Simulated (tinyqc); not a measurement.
One-sided p+-n junction, ionisation integral and breakdown: one step of the calculation.

A p+ layer at x < 0 and an n drift layer from x = 0. Depletion approximation, built-in voltage neglected. Local ionisation coefficients alpha_n = an exp(-(bn/E)^mx), alpha_p = ap exp(-(bp/E)^mx). Electrons move towards +x, holes towards x = 0.

Problem. Ionisation integrals by the trapezoid rule. G(x) = integral from 0 to x of (alpha_n - alpha_p); I_n = integral of alpha_n exp(-G) (electrons injected at x = 0), I_p = integral of alpha_p exp(G(end) - G) (holes injected at the far edge); M = 1/(1 - I). All integrals by the trapezoid rule on the grid.

```
point,x (um),alpha_n (1/cm),alpha_p (1/cm)
0,0.0000000,365.94625,34056.803
1,0.4263748,166.75374,21190.931
2,0.8527495,69.013958,12441.282
3,1.2791243,25.457964,6814.1643
4,1.7054990,8.1710149,3431.4552
5,2.1318738,2.2115470,1559.0281
6,2.5582485,0.48425754,623.25937
7,2.9846233,0.081106023,211.94137
8,3.4109980,0.0096123985,58.491710
9,3.8373728,7.2133072e-4,12.250707
10,4.2637475,2.9074331e-5,1.7631289
11,4.6901223,4.8812700e-7,0.14955609
```

Wanted: G; alpha_n exp(-G); I_n; I_p; M_n; M_p.

Solution.

```
point,G,alpha_n exp(-G) (1/cm)
0,0.0000,365.95
1,-1.1665,535.38
2,-1.8784,451.57
3,-2.2869,250.62
4,-2.5046,100.00
5,-2.6108,30.10
6,-2.6573,6.90
7,-2.6750,1.18
8,-2.6808,0.14
9,-2.6823,0.01
10,-2.6826,0.00
11,-2.6827,0.00
```

I_n = 0.066467
I_p = 0.90322
M_n = 1.0712
M_p = 10.332

tinyqc, about 0.06 s, one thread, Intel Xeon 2.30GHz (shared host): `OMP_NUM_THREADS=1 python tinyqc.py 2120060 2120061 out.jsonl`
